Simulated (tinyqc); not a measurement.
Inside a calculation. Model: geometry relaxation of a small cluster. Computed by tinyqc, a small Python program that keeps every step. Command: `OMP_NUM_THREADS=1 python tinyqc.py 3012240 3012241 out.jsonl relax walk`. One thread of a shared host (Intel(R) Xeon(R) Processor @ 2.30GHz), about 0.01 s of CPU time with the checks. Intermediate numbers are printed to about 5 digits and carried at full precision; extremes and crossings named in words are read from the listed rows.

E = sum_(i<j) phi(r_ij), phi(r) = eps [exp(-2 alpha (r - r0)) - 2 exp(-alpha (r - r0))]; the force on i is -sum_j phi'(r_ij) (R_i - R_j)/r_ij.

Inputs (values chosen for the exercise, for model atoms): length r0 = 2.89 angstrom; well depth eps = 0.34 eV; stiffness alpha = 1.56 1/angstrom; step factor eta = 0.32 angstrom^2/eV; largest number of steps = 500.

Potential: Morse. Method: conjugate gradient.

starting positions (angstrom), rows atom 1, atom 2, atom 3, columns x, y, z:
```
[[-0.24, -0.27, 0.04],
 [2.73, -0.1, 0.19],
 [1.69, 2.57, -0.05]]
```

## Energy and forces at the start

Evaluate E and the forces at the starting positions.

distances (angstrom): 1-2 2.9786, 1-3 3.4349, 2-3 2.8754

energy at the start = -0.90267 eV

forces (eV/angstrom), rows atom 1, atom 2, atom 3, columns x, y, z:
```
[[0.26483, 0.22145, -0.00079],
 [-0.10994, -0.02997, -0.00393],
 [-0.15489, -0.19148, 0.00472]]
```

## The first two steps

Conjugate gradient (Polak-Ribiere): d = F + beta d(old), beta = max(0, F.(F - F(old))/|F(old)|^2), d = F at first; step length from one secant, s = eta (F.d)/(F.d - F(R + eta d).d), replaced by eta if that is not positive; R(new) = R + s d. No atom moves more than 0.3 angstrom a step (the whole step is scaled). Stop when the largest force component is below 1e-5 eV/angstrom.

positions after step 1 (angstrom), rows atom 1, atom 2, atom 3, columns x, y, z:
```
[[-0.0390, -0.1019, 0.0394],
 [2.6466, -0.1227, 0.1870],
 [1.5724, 2.4247, -0.0464]]
```

energy after step 1 = -0.95283 eV

positions after step 2 (angstrom), rows atom 1, atom 2, atom 3, columns x, y, z:
```
[[-0.0384, -0.1010, 0.0394],
 [2.6467, -0.1231, 0.1870],
 [1.5717, 2.4241, -0.0464]]
```

energy after step 2 = -0.95285 eV

## All steps

The formulas are those given above.

Course of the relaxation:
```
step   E (eV)  largest force (eV/angstrom)  force calls
0     -0.9027                   2.6483e-01            1
1     -0.9528                   6.2811e-01            3
2     -0.9529                   6.3006e-01            5
3     -1.0048                   1.8113e-01            7
4     -1.0142                   1.3167e-01            9
5     -1.0195                   3.3843e-02           11
6     -1.0200                   2.8751e-03           13
7     -1.0200                   2.2657e-04           15
8     -1.0200                   6.1057e-06           17
```

final positions (angstrom), rows atom 1, atom 2, atom 3, columns x, y, z:
```
[[-0.0968, -0.0168, 0.0304],
 [2.7838, -0.1785, 0.1983],
 [1.4930, 2.3953, -0.0487]]
```

final energy = -1.02 eV

steps = 8

largest force at the end = 6.1057e-06 eV/angstrom

Converged in 8 steps.

## Curvatures at the end

Hessian at the final positions by central differences of the forces; six eigenvalues vanish (translations and rotations). Steepest descent is stable for eta below 2/lambda_max and contracts the softest mode by 1 - eta lambda_min a step.

non-zero eigenvalues (eV/angstrom^2): [2.4823, 2.4823, 4.9646]

condition number = 2.0000

largest stable eta = 0.40285 angstrom^2/eV

contraction of the softest mode = 0.20567

All are positive, so the end point is a minimum.

## Four methods from the same start

Steepest descent: R(new) = R + eta F. BFGS: R(new) = R + B F with the inverse Hessian B = eta 1 at first; with s = R(new) - R, y = F - F(new), rho = 1/(y.s): B(new) = (1 - rho s y^T) B (1 - rho y s^T) + rho s s^T, skipped if y.s is not positive. FIRE with unit mass: if F.v > 0, v = (1 - a) v + a |v| F/|F|, and after more than 5 such steps in a row dt = min(1.1 dt, 5 dt0), a = 0.99 a; else v = 0, a = 0.1, and dt = dt/2 (not at the first step). Then v = v + dt F, R(new) = R + dt v. dt0 = sqrt(eta), a = 0.1 at first. In this comparison each method may take up to 1500 steps.

Cost:
```
method              steps  force calls  final E (eV)  calls to reach 1e-2
steepest descent       16           17         -1.02                    7
conjugate gradient      8           17         -1.02                   13
BFGS                   10           11         -1.02                    7
FIRE                   68           69         -1.02                   18
```

In force calls the order is BFGS (11), steepest descent (17), conjugate gradient (17), FIRE (69). All that converged end at the same energy. Near the minimum steepest descent multiplies the slowest mode by 0.589 in size a step, 4 steps a decade of force, at a condition number of 2.0. On this problem it beats conjugate gradient and FIRE in force calls.

Checks made by the program: forces against finite differences of E (relative difference 4e-10).
